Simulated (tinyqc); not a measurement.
Trap density from one capacitance.

Question. Traps spread evenly through the insulator exchange electrons with the semiconductor by tunnelling, with tau(x) = t0 exp(2 ka x) at depth x from the interface. The admittance per area Y seen at depth x obeys dY/dx = -Y^2/(i w eps0 eox) + q Nb ln(1 + i w tau)/tau, with Y(0) = i w Cs and w = 2 pi f; the gate sees Y(tox) = G + i w C. Working variable y = Y/(i w), in uF/cm^2. Cox = eps0 eox/tox. Find Nb and G/w.

Values chosen for this exercise: relative permittivity of the insulator eox = 22.9; insulator thickness tox = 6.3 nm; semiconductor capacitance in accumulation Cs = 1.1 uF/cm^2; decay constant of the wave function in the insulator ka = 6.3 1/nm; time constant of a trap at the interface t0 = 3e-11 s; frequency f = 1e5 Hz.

Constants: q = 1.602176634e-19 C, eps0 = 8.8541878128e-14 F/cm where lengths are in cm. Results are converted to the units shown.

C = 0.85038226 uF/cm^2

Solution. C rises steadily with Nb, so one density matches; in practice ka and t0 must come from the frequency dependence.

Nb = 3.50e18 cm^-3 eV^-1
G/w = 0.00420 uF/cm^2

Program tinyqc, `OMP_NUM_THREADS=1 python tinyqc.py 2202205 2202206 out.jsonl`; Intel Xeon 2.30GHz, shared host, one thread, about 0.5 s.
